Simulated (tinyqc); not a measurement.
BHZ model on a square lattice (one spin block): one step. One k point. Three cases, with inputs chosen for the exercise.

Question. Form e0, d and E = e0 -/+ |d|.

h(k) = e0 + d.s with s the Pauli matrices in the basis (E, H), k in units of 1/a: dx = (A/a) sin kx, dy = (A/a) sin ky, dz = M - (2B/a^2)(2 - cos kx - cos ky), e0 = -(2D/a^2)(2 - cos kx - cos ky). The other spin block is h*(-k). For small k this is the continuum model with dz = M - B k^2.

Case 1.

Values chosen (of the size used for HgTe wells; the results hold for these values, not for the real material): A = 3.92 eV angstrom; B = -74.8 eV angstrom^2; D = -46.3 eV angstrom^2; M = -0.0101 eV (mass term); a = 20 angstrom (grid spacing); k = (0.4, 0.51) 1/a (wave vector).

Case 2.

Values chosen (of the size used for thin Bi2Se3 films; the results hold for these values, not for the real material): A = 2.75 eV angstrom; B = -17.5 eV angstrom^2; D = -4.6 eV angstrom^2; M = -0.1125 eV (mass term); a = 15 angstrom (grid spacing); k = (-0.09, 0.09) 1/a (wave vector).

Case 3.

Values chosen (of the size used for HgTe wells; the results hold for these values, not for the real material): A = 3.7 eV angstrom; B = -63.9 eV angstrom^2; D = -56.8 eV angstrom^2; M = 0.0129 eV (mass term); a = 40 angstrom (grid spacing); k = (0.12, 0.23) 1/a (wave vector).

Give: e0; dx, dy, dz; levels.

Answer.

Case 1.

e0 = 47.734 meV

dx, dy, dz (meV): 76.326  95.683  67.017

levels (meV): -91.808  187.276

Case 2.

e0 = 0.331 meV

dx, dy, dz (meV): -16.478  16.478  -111.241

levels (meV): -113.324  113.986

Case 3.

e0 = 2.380 meV

dx, dy, dz (meV): 11.073  21.088  15.578

levels (meV): -26.080  30.841

Computed by tinyqc, one run a case: `OMP_NUM_THREADS=1 python tinyqc.py N N+1 out.jsonl` with N = 1480626, 1480863, 1480966; one thread of a shared Intel(R) Xeon(R) Processor @ 2.30GHz, about 0.2 s a run at most.
